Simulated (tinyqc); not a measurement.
Time-domain thermoreflectance: layered heat flow under a modulated pulse train, and what the signal ratio measures. From one set of inputs to another, one input at a time. Computed by tinyqc, a small Python program. Command: `OMP_NUM_THREADS=1 python tinyqc.py 3111338 3111339 out.jsonl tdtr ladder`. One thread of a shared host (Intel(R) Xeon(R) Processor @ 2.30GHz), about 0.3 s of CPU time with the checks.

Pulses repeat at 80 MHz; heat is laid down at the surface, all layers are isotropic, and the film is in perfect contact with the substrate.

The inputs printed are set A. Set A is modelled on aluminium on 4H-SiC; the values taken over come from a set modelled on aluminium on a SiGe alloy. Inputs not listed in the table keep their values of set A, so the rows need not describe a real material.

Inputs (values chosen for the exercise, modelled on aluminium on 4H-SiC):
```
quantity                                value        unit
metal thickness d                          74          nm
metal conductivity                        190     W/(m K)
metal heat capacity                      2.42  MJ/(m^3 K)
boundary conductance G under the metal     60  MW/(m^2 K)
film thickness                            160          nm
film conductivity                          12     W/(m K)
film heat capacity                        1.8  MJ/(m^3 K)
substrate conductivity kappa              348     W/(m K)
substrate heat capacity C                2.16  MJ/(m^3 K)
modulation frequency f                     10         MHz
spot radius w (1/e^2, pump and probe)     6.5  micrometre
delay t                                   700          ps
```

Stack: metal, film, substrate.

Method:
- For radial wave number k and angular frequency W each layer has u = sqrt(4 pi^2 k^2 + i W C/kappa) and gamma = kappa u. Surface impedance from below: Z = 1/gamma for the substrate; a layer of thickness L maps Z to (Z + tanh(u L)/gamma)/(1 + gamma Z tanh(u L)); a boundary adds 1/G.
- Response per absorbed watt H(W) = 2 pi int_0^(2/w) Z(k, W) exp(-pi^2 k^2 w^2) k dk by 20 Gauss-Legendre points.
- Signal: X + iY = sum_(m = -M..M) H(2 pi (f + m f_r)) exp(i 2 pi m f_r t) exp(-pi (m/M)^2 x 4), f_r = 80 MHz, M = 4000, with H(-W) the complex conjugate of H(W); V_in = X, V_out = Y, ratio = -V_in/V_out.

Each row keeps all changes above it:
```
input moved                                          from    to  ratio -V_in/V_out  V_in (K/mW)  phase of H(2 pi f) (degrees)
set A                                                   -     -              5.438       0.4673                       -26.008
modulation frequency f (MHz)                           10     1             13.485       0.5526                        -8.463
spot radius w (1/e^2, pump and probe) (micrometre)    6.5   4.4             19.277       1.1606                        -6.243
substrate conductivity kappa (W/(m K))                348  7.84              2.184       1.6871                       -35.212
film conductivity (W/(m K))                            12   7.2              2.229       1.7560                       -33.892
film thickness (nm)                                   160   240              2.238       1.7733                       -33.665
substrate heat capacity C (MJ/(m^3 K))               2.16  1.64              2.098       1.8172                       -35.064
boundary conductance G under the metal (MW/(m^2 K))    60    32              2.264       1.9572                       -32.322
```

Ratio -V_in/V_out goes from 5.44 to 2.26, a factor 0.416 in all. The largest single move comes from substrate conductivity kappa (a factor 0.113), and modulation frequency f works against it (a factor 2.48). V_in goes from 0.467 to 1.96, a factor 4.19 in all. The largest single move comes from spot radius w (1/e^2, pump and probe) (a factor 2.10). Phase of H(2 pi f) goes from -26.0 to -32.3, -6.31 in all. The largest single move comes from substrate conductivity kappa (-29), and modulation frequency f works against it (+17.5). The single moves hold for this order of the switches; the total does not depend on the order.

Extremes, crossings and ranges named in words are read from the listed rows.
